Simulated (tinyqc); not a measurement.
# Ballistic transport through the one-dimensional subbands of a rectangular nanowire or nanosheet channel, step by step

A worked calculation. Computed by tinyqc, a small Python program that keeps every step. Command: `OMP_NUM_THREADS=1 python tinyqc.py 3019943 3019944 out.jsonl wire walk`. One thread of a shared host (Intel(R) Xeon(R) Processor @ 2.30GHz), about 0.03 s of CPU time with the checks. Intermediate numbers are printed to about 5 digits and carried at full precision; extremes and crossings named in words are read from the listed rows.

Hard walls, parabolic subbands, transport along x. Energies are counted from the bulk conduction band edge at the top of the barrier, which the gate pulls down by U; the source Fermi level lies at the bulk edge when U = 0.

Inputs (values chosen for the exercise, modelled on silicon): light mass m_t = 0.19 m_0; heavy mass m_l = 0.9 m_0; height a = 2.8 nm; width b = 4.3 nm; equivalent oxide thickness t = 1.1 nm; gate voltage above flat band V_G = 0.68 V; drain voltage V_D = 0.05 V; temperature T = 300 K; mean free path for back-scattering lambda = 15 nm; channel length L = 12 nm.

Valleys: silicon [100] wire.

Constants: hbar^2/(2 m_0) = 3.80998212 eV angstrom^2; k_B = 8.617333262e-05 eV/K; m_0 = 9.1093837015e-31 kg; k_B = 1.380649e-23 J/K; hbar = 1.054571817e-34 J s; eps_0 = 8.8541878128e-12 F/m; e = 1.602176634e-19 C; h = 6.62607015e-34 J s.

## Subbands

E_pq = (hbar^2 pi^2/2)(p^2/(m_y b^2) + q^2/(m_z a^2)); valley pairs: (m_x, m_y, m_z) = (m_t, m_t, m_l), (m_t, m_l, m_t), (m_l, m_t, m_t), each with degeneracy g = 2; the 10 lowest subbands are kept.

Subbands:
```
valley axis  p  q  E (meV)  m_x (m_0)
z            1  1   160.33       0.19
y            1  1   275.03       0.19
z            1  2   320.21       0.19
y            2  1   342.82       0.19
x            1  1   359.47       0.90
y            3  1   455.81       0.19
z            2  1   481.44       0.19
z            1  3   586.67       0.19
y            4  1   613.98       0.19
z            2  2   641.32       0.19
```

The second subband lies 114.7 meV, or 4.44 k_B T, above the first; the lowest belongs to the valleys with the heavy mass across the height.

## Self-consistent barrier

F_j(eta) = (1/Gamma(j + 1)) int_0^infinity x^j/(1 + exp(x - eta)) dx, F_0 = ln(1 + exp(eta)). Integrals over x = E/(k_B T) use 160 Gauss-Legendre points in u = sqrt(x) from 0 to sqrt(max(eta, 0) + 32). With degeneracy g = 2, eta_i = (U - E_i)/(k_B T) and u = e V_D/(k_B T): line density n = sum_i g sqrt(2 m_x k_B T/pi)/(2 hbar) [F_-1/2(eta_i) + F_-1/2(eta_i - u)]; gate: e n = C_ox (V_G - U/e), C_ox = 3.9 eps_0 2 (a + b)/t (flat-plate estimate); I = (2 e k_B T/h) sum_i g [F_0(eta_i) - F_0(eta_i - u)].

C_ox = 445.77 aF/micrometre

U = 281.61 meV

Occupation:
```
subband    eta_i  n_i (1/nm)  I_i (microampere)
1          4.691  8.4129e-01         7.5382e+00
2          0.254  1.7630e-01         2.6340e+00
3         -1.493  4.5836e-02         6.8404e-01
4         -2.368  2.0529e-02         3.0488e-01
5         -3.012  2.4088e-02         1.6402e-01
6         -6.738  2.7452e-04         4.0577e-03
7         -7.730  1.0190e-04         1.5062e-03
8        -11.800  1.7399e-06         2.5717e-05
9        -12.857  6.0485e-07         8.9399e-06
10       -13.914  2.1013e-07         3.1057e-06
```

line density n = 1.1084 1/nm

ballistic current I = 11.331 microampere

mean velocity I/(e n) = 0.63803 1e7 cm/s

2 of the subbands lie below the source Fermi level; the lowest carries 67 % of the current with 76 % of the charge. The gate spends 41 % of V_G on moving the bands.

## Conductance, capacitance and scattering

Linear conductance G = (2 e^2/h) sum_i g f(eta_i), g = 2, f = 1/(1 + exp(-eta_i)), with the barrier frozen at the eta_i above; current per perimeter I/(2(a + b)); with scattering, transmission lambda/(lambda + L) and low-bias resistance (1 + L/lambda)/G.

open modes sum g f = 3.7438

ballistic conductance = 290.07 microsiemens

current per perimeter = 797.94 microampere/micrometre

transmission = 0.55556

low-bias resistance with scattering = 6.2054 kiloohm

Even without scattering the wire has h/(2 e^2 M) = 3.45 kiloohm, which sits in the contacts.

## Gate sweep

Open modes are sum_i g/(1 + exp(-eta_i)). The last column is e dn/dV_G over C_ox, taken up to the next row.

Against the gate voltage:
```
V_G (V)  U (meV)    n (1/nm)  I (microampere)  open modes    C_g/C_ox
-0.14    -140.00  2.1217e-06       3.1344e-05  1.8292e-05  3.5672e-04
-0.04     -40.04  1.0137e-04       1.4975e-03  8.7381e-04  2.6848e-02
0.08       76.74  9.0652e-03       1.3420e-01  7.7064e-02  3.7361e-01
0.21      158.17  1.4420e-01       2.1608e+00  9.8608e-01  6.4735e-01
0.31      193.44  3.2431e-01       4.6188e+00  1.6711e+00  7.2223e-01
0.44      229.55  5.8553e-01       7.1607e+00  2.2615e+00  7.6742e-01
0.58      262.11  8.8446e-01       9.4508e+00  3.0392e+00  8.1387e-01
0.74      291.89  1.2468e+00       1.2575e+01  4.1899e+00  8.5647e-01
0.91      316.29  1.6519e+00       1.6313e+01  5.4392e+00  8.8672e-01
1.10      337.81  2.1206e+00       2.0468e+01  6.6997e+00           -
```

Between the first two rows the current rises one decade per 60 mV, against the limit ln(10) k_B T/e = 60 mV. Above threshold C_g/C_ox lies between 0.65 and 0.89: the quantum capacitance in series costs a visible part.

Checks made by the program: density of the lowest subband against a direct sum over k (relative difference 1e-09).
